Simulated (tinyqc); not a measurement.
MOS structure on a p-type body, non-linear Poisson equation by Newton steps: one step of the calculation.

One dimension, insulator interface at x = 0, acceptor density Na, uniform, net doping C = -(acceptor density). psi is counted from the intrinsic level: n = ni exp((psi - Vb)/Vt), p = ni exp(-psi/Vt); deep in the body psi_b = -Vt ln(Na/ni). The gate acts through Cox = eps0 eox/tox and has the potential psi_G = Vg - (phiM - chi - Vt ln(Nc/ni)). Boltzmann statistics, full ionisation, classical densities, no oxide or interface charge.

Question. Converged densities and sheet charges. n and p as above; box widths w_i (half boxes at both ends); band bending psi_0 - psi_b; N_inv = sum w n; N_dep = -sum w (p + C); centroid sum w n x/N_inv; gate charge Cox (psi_G - psi_0)/q.

Parameters, values chosen for the exercise; band and dielectric values close to those of silicon:
```
symbol,value,unit,meaning
T,300,K,temperature
Eg,1.11,eV,band gap
Nc,2.76e19,cm^-3,conduction-band density of states at T
Nv,2.64e19,cm^-3,valence-band density of states at T
chi,3.98,eV,electron affinity
eox,7.65,,relative permittivity of the gate insulator (close to silicon nitride)
tox,6.7,nm,insulator thickness
phiM,4.11,eV,gate work function
Vb,0,V,electron quasi-Fermi potential against the body
Vg,0.67,V,gate voltage against the body
```

Constants: q = 1.602176634e-19 C, kB = 1.380649e-23 J/K, Vt = kB T/q, eps0 = 8.8541878128e-14 F/cm where lengths are in cm. Results are converted to the units shown.

x, node 0 to 12 (nm): [0, 0.5, 1.26, 2.43, 4.22, 6.95, 11.1, 17.5, 27.3, 42.2, 65, 99.9, 153]
converged psi, node 0 to 12 (V): [0.54962606, 0.52689326, 0.49941437, 0.46321172, 0.41226403, 0.33842547, 0.23283379, 0.08540426, -0.10412513, -0.30831913, -0.42597343, -0.43738655, -0.43780088]
net doping C, node 0 to 12 (cm^-3): [-2.9e17, -2.9e17, -2.9e17, -2.9e17, -2.9e17, -2.9e17, -2.9e17, -2.9e17, -2.9e17, -2.9e17, -2.9e17, -2.9e17, -2.9e17]
ni = 1.2813473e10 cm^-3

Find: n; p; band bending; N_inv; N_dep; centroid of the electrons; gate charge over q.

Answer.

n, node 0 to 12 (cm^-3): [2.1927e19, 9.1009e18, 3.1438e18, 7.7496e17, 1.0799e17, 6.2082e15, 1.0450e14, 3.4865e11, 2.2827e8, 84749, 894.60, 575.30, 566.16]
p, node 0 to 12 (cm^-3): [7.4878, 18.041, 52.225, 211.86, 1520.3, 26447, 1.5712e6, 4.7091e8, 7.1927e11, 1.9373e15, 1.8353e17, 2.8539e17, 2.9000e17]
band bending = 0.98743 V
N_inv = 1.5662e12 cm^-2
N_dep = 1.8782e12 cm^-2
centroid of the electrons = 0.68069 nm
gate charge over q = 3.4449e12 cm^-2

N_inv + N_dep is 0.014 % below the gate charge.

Range of the model: On a fine mesh the surface electron density exceeds 0.3 Nc, so degeneracy and confinement would lower the charge and push it away from the interface.

Numbers from tinyqc (`OMP_NUM_THREADS=1 python tinyqc.py 2080018 2080019 out.jsonl`; about 0.4 s on one thread of a shared Intel Xeon 2.30GHz).
